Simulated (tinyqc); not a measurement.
From wire to sheet: nanosheet or nanowire with hard walls, valleys of the Si type.

Six ellipsoidal valleys along the cube axes: inverse mass tensor w = 1/mt + (1/ml - 1/mt) a a^T with a the unit axis. Device axes: x along the channel, z = [001], y = z x x.

Hard walls around a W x H rectangle. The block w_c of w in (y, z) confines; the transport mass follows from 1/m_x = w_xx - w_xc w_c^-1 w_cx. The cross-section problem c (w_yy ky^2 + 2 w_yz ky kz + w_zz kz^2), c = hbar^2/2m0, is solved in products sin(n pi y/W) sin(l pi z/H), n, l = 1 to 12; if w_yz = 0 the levels are c pi^2 (w_yy n^2/W^2 + w_zz l^2/H^2). The w_yz term couples (n, l) to (n', l') by -2 c w_yz D_nn'(W) D_ll'(H) with D_nm(L) = 4 n m/(L (n^2 - m^2)) for n + m odd and 0 otherwise.

Without degeneracy the line density is N1 exp((EF - Ec)/kB T) with N1 = sum 2 g sqrt(m_x kB T/(4 pi c)) exp(-E/kB T), here over n, l up to 80 where w_yz = 0 and over all levels of a 12 x 12 sine basis otherwise; the classical value is W H Nc with Nc = 2 g_all (m_dos kB T/(4 pi c))^(3/2), m_dos = (ml mt^2)^(1/3); dVt = kB T ln(W H Nc/N1).

Constants: hbar^2/2m0 = 3.80998211 eV angstrom^2; kB = 8.617333262e-05 eV/K.

Inputs chosen for the exercise (near those of Si; shifted at random, so the results belong to these values and not to a real crystal):
- ml = 0.9 m0 (longitudinal mass)
- mt = 0.189 m0 (transverse mass)
- T = 300 K (temperature)
- g_all = 6 (number of valleys)
- channel = 100 (transport direction x on a (001) wafer)
- H = 46 angstrom (height, along z = [001])
- Ws = (30, 40, 60, 90, 140, 220, 350) angstrom (widths)

Valleys:

| group | valleys g | w_yy | w_zz | \|w_yz\| | m_x (m0) |
|---|---|---|---|---|---|
| A | 2 | 5.29101 | 1.11111 | 0.00000 | 0.18900 |
| B | 2 | 1.11111 | 5.29101 | 0.00000 | 0.18900 |
| C | 2 | 5.29101 | 5.29101 | 0.00000 | 0.90000 |

Lowest level of each group (groups ordered by w_zz, then w_yy) and dVt against the width.

Results:

| W (angstrom) | A1 (eV) | B1 (eV) | C1 (eV) | dVt (mV) |
|---|---|---|---|---|
| 30 | 0.2408 | 0.1404 | 0.3151 | 137.6 |
| 40 | 0.1441 | 0.1201 | 0.2184 | 114.4 |
| 60 | 0.0750 | 0.1056 | 0.1493 | 78.3 |
| 90 | 0.0443 | 0.0992 | 0.1186 | 59.9 |
| 140 | 0.0299 | 0.0962 | 0.1042 | 51.3 |
| 220 | 0.0239 | 0.0949 | 0.0981 | 47.0 |
| 350 | 0.0214 | 0.0944 | 0.0956 | 44.5 |

What can be read from this table?

dVt falls from 138 to 44 mV. The lowest group changes from B to A between W = 40 and 60 angstrom (H = 46). At the widest W the lowest level is 0.0214 eV; the film limit c pi^2 w_zz/H^2 of that group is 0.0197 eV.

Run: tinyqc, `OMP_NUM_THREADS=1 python tinyqc.py 1251574 1251575 out.jsonl`; Intel(R) Xeon(R) Processor @ 2.30GHz, one thread, shared host; about 0.02 s of CPU time with all checks.
